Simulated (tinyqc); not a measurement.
Two-mode optical phonons of a ternary alloy from two coupled oscillators. From share of the upper mode back to fraction x of A. Computed by tinyqc, a small Python program. Command: `OMP_NUM_THREADS=1 python tinyqc.py 3027690 3027691 out.jsonl twomode inv`. One thread of a shared host (Intel(R) Xeon(R) Processor @ 2.30GHz), about 0.01 s of CPU time with the checks.

An alloy A(x)B(1-x)C has an A-C and a B-C bond oscillator. Each TO frequency moves linearly from the impurity mode (dilute end) to the TO of the pure crystal; each strength is proportional to the number of bonds.

Inputs (values chosen for the exercise, modelled on GaAs(1-x)P(x), with A-C the GaP-like and B-C the GaAs-like bond): omega_TO of pure AC = 367.3 1/cm; omega_LO of pure AC = 399.7 1/cm; omega_TO of pure BC = 267.3 1/cm; omega_LO of pure BC = 291.1 1/cm; eps_inf of AC = 9.35; eps_inf of BC = 10.9; impurity mode of A in BC = 355.3 1/cm; impurity mode of B in AC = 269.2 1/cm; electron mass m* = 0.14 m_0.

Constants: e^2/(4 pi eps_0) = 14.39964548 eV angstrom; hbar^2/(2 m_0) = 3.80998212 eV angstrom^2; 1 THz = 33.35640952 1/cm; h x 1 THz = 4.135667696 meV.

Method:
- omega_1 = (impurity mode of A) + x (omega_TO,AC - impurity mode of A); omega_2 = (impurity mode of B) + (1 - x)(omega_TO,BC - impurity mode of B); eps_inf = x eps_AC + (1 - x) eps_BC; strengths W_1 = x eps_AC (omega_LO,AC^2 - omega_TO,AC^2), W_2 = (1 - x) eps_BC (omega_LO,BC^2 - omega_TO,BC^2).
- eps(omega) = eps_inf + W_1/(omega_1^2 - omega^2) + W_2/(omega_2^2 - omega^2) = 0 is the eigenproblem of the matrix [[omega_1^2 + W_1/eps_inf, sqrt(W_1 W_2)/eps_inf], [sqrt(W_1 W_2)/eps_inf, omega_2^2 + W_2/eps_inf]] for omega_LO^2.
- The polar coupling of mode j is c_j = (u_j . sqrt(W))^2/(eps_inf^2 omega_j^2), u_j its eigenvector and omega_j here its LO frequency; the c_j add up to 1/eps_inf - 1/eps_s. Froehlich constant alpha_j = (e^2/(4 pi eps_0)) c_j k_j/(2 E_j), E_j = h c omega_j, k_j = sqrt(m* E_j/(hbar^2/(2 m_0))).

Problem. A run gave the result below. Find the fraction x of A, known to lie between 0.2 and 0.48.

share of the upper mode = 0.4096904

Solution.

Each step takes the trial c = (a f_b - b f_a)/(f_b - f_a), f being the result less the target and a, b, c the logarithms of the listed values; c replaces end b, the old b replaces a if the sign of f changed, and otherwise f_a is halved.

Scan of the range:
```
fraction x of A  share of the upper mode
0.200                           0.303261
0.231                           0.341127
0.268                           0.384137
0.310                           0.430435
0.359                           0.481523
0.415                           0.536628
0.480                           0.596920
```

False position (Illinois rule, in the logarithm of the input) inside the bracket:
```
step     end a     end b     trial  share of the upper mode
1     0.268000  0.310000  0.290423                 0.409166
2     0.310000  0.290423  0.290891                 0.409680
3     0.310000  0.290891  0.290909                 0.409700
4     0.290891  0.290909  0.290900                 0.409690
```

Share of the upper mode rises at every point of a 13-point scan of the range (every second point is shown), so one value fits; it is bracketed by 0.268 and 0.310. Answer: fraction x of A = 0.2909.
